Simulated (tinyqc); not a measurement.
Inside a calculation: pi bands of a honeycomb layer in tight binding. Values are carried at full precision from step to step, so a last printed digit may differ when a step is redone from the rounded ones.

Lattice vectors a (1,0) and a (1/2, sqrt3/2); f = exp(i ky a/sqrt3) + 2 cos(kx a/2) exp(-i ky a/(2 sqrt3)), w = |f|. H = [[D - t2 F, -t f], [., -D - t2 F]] with F = w^2 - 3, S = [[1, s0 f], [., 1]]; the levels solve det(H - E S) = 0. K = (4 pi/3a, 0), M = (pi/a, pi/(sqrt3 a)); w = 3, 1, 0 at Gamma, M, K.

Constants: hbar = 6.58211957e-16 eV s; hbar^2/2m0 = 3.80998211 eV angstrom^2.

Values chosen for the exercise (of the size used for hexagonal BN; shifted at random, so the results belong to these values and not to a real crystal): a = 2.5 angstrom (lattice constant); t = 2.49 eV (nearest hopping); t2 = 0.27 eV (second-neighbour hopping); s0 = 0 (overlap of neighbours); D = 2.92 eV (+D on A, -D on B); k = (0.28, 0.9) 1/angstrom (wave vector).

## H and S at one k

Form f, w, F and the two matrices.

f = 1.76461-0.17297i
w = 1.77307
F = 0.14377

H (eV):
```
                 A                B
A           2.8812  -4.3939+0.4307i
B  -4.3939-0.4307i          -2.9588
```

S:
```
         A        B
A  1.00000        0
B        0  1.00000
```

## The secular equation

det(H - E S) = 0 reads (e - E)^2 - D^2 - (t + s0 E)^2 w^2 = 0 with e = -t2 (w^2 - 3), that is c2 E^2 + 2 c1 E + c0 = 0 with c2 = 1 - s0^2 w^2, c1 = -(e + t s0 w^2), c0 = e^2 - D^2 - t^2 w^2.

c2, c1, c0: 1.0000  0.0388  -28.0166

levels (eV): -5.3320  5.2544

## Levels at Gamma, M and K

Solve the quadratic (e - E)^2 - D^2 - (t + s0 E)^2 w^2 = 0 with e = -t2 (w^2 - 3), for w = 3, 1, 0.

Levels (eV):
```
point  w    lower   upper  difference
Gamma  3  -9.6404  6.4004     16.0409
M      1  -3.2975  4.3775      7.6750
K      0  -2.1100  3.7300      5.8400
```

Measured from the middle of the levels at K (0.810 eV), the upper band reaches 5.590 eV and the lower -10.450 eV at Gamma: the lower band is the wider; overlap stretches the upper band and positive t2 the lower. In the real layer the upper band is the wider one. The saddle points at M give the absorption peak at 7.675 eV in this one-electron picture.

## Near K

w = (sqrt3/2) a q to first order in the distance q from K. Effective hopping t* = t + 3 t2 s0, hbar v = (sqrt3/2) a t*, v in m/s = hbar v x 1e-10/hbar; band-edge masses follow from E^2 = D^2 + (hbar v q)^2 when t2 = s0 = 0: m/m0 = 2 c D/(hbar v)^2, c = hbar^2/2m0.

hbar v = 5.3910 eV angstrom
v = 8.190e+05 m/s
mass = 0.7656 m0

## Checks

- Roots of the quadratic against the generalised eigenproblem: they agree to 1e-10 or better.

Program tinyqc; command `OMP_NUM_THREADS=1 python tinyqc.py 1450134 1450135 out.jsonl`; about 0.01 s on one thread of a shared Intel(R) Xeon(R) Processor @ 2.30GHz.
